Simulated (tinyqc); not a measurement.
Lossy on-chip transmission line with skin effect: two steps of the calculation.

A uniform line in a homogeneous dielectric: c = sqrt(er)/(c0 Z0), l = Z0 sqrt(er)/c0 (c0 = 299792458 m/s), g = w c td, w = 2 pi f. The resistance joins its limits as r = sqrt(r_dc^2 + r_hf^2), with r_dc = rho/(wd th), r_hf = kr rho/(2 delta (wd + th)), delta = sqrt(rho/(pi f mu0)), mu0 = 4 pi 1e-7 H/m; this is an interpolation, and internal inductance, up to 0.05 nH/mm at low frequency, is neglected.

Inputs (values chosen for the exercise): width of the strip wd = 3 um; thickness of the strip th = 0.61 um; resistivity rho = 2.2 uohm cm; relative permittivity er = 3; loss tangent td = 0.005; lossless impedance sqrt(l/c) Z0 = 45 ohm; factor for crowding and the return path kr = 1.5; length len = 0.5 mm; frequency f = 13 GHz.

Task 1. Line constants. delta, r_dc, r_hf, r, l, c and g as defined.

Find: delta; r_dc; r_hf; r; l; c; g.

Result 1.

delta = 0.65473 um
r_dc = 12.022 ohm/mm
r_hf = 6.9810 ohm/mm
r = 13.902 ohm/mm
l = 0.25999 nH/mm
c = 128.39 pF/m
g = 0.052435 S/m

r is 1.16 times r_dc; the skin depth is 1.07 of the thickness.

Task 2. Propagation constant and impedance. gamma = sqrt((r + i w l)(g + i w c)) = alpha + i beta, Zc = sqrt((r + i w l)/(g + i w c)), roots with positive real part; loss 8.685889638 alpha in dB; phase velocity w/beta.

r = 13.901772 ohm/mm
l = 0.25998748 nH/mm
c = 128.38888 pF/m
g = 0.052434923 S/m

Give: gamma len; Zc; loss; phase velocity over c0; r/(w l).

Result 2.

gamma len = 0.0743+0.2470i
Zc = 47.18-13.94i ohm
loss = 1.291 dB/mm
phase velocity over c0 = 0.5515
r/(w l) = 0.6546

tinyqc, about 0.01 s, one thread, Intel Xeon 2.30GHz (shared host): `OMP_NUM_THREADS=1 python tinyqc.py 2810217 2810218 out.jsonl`
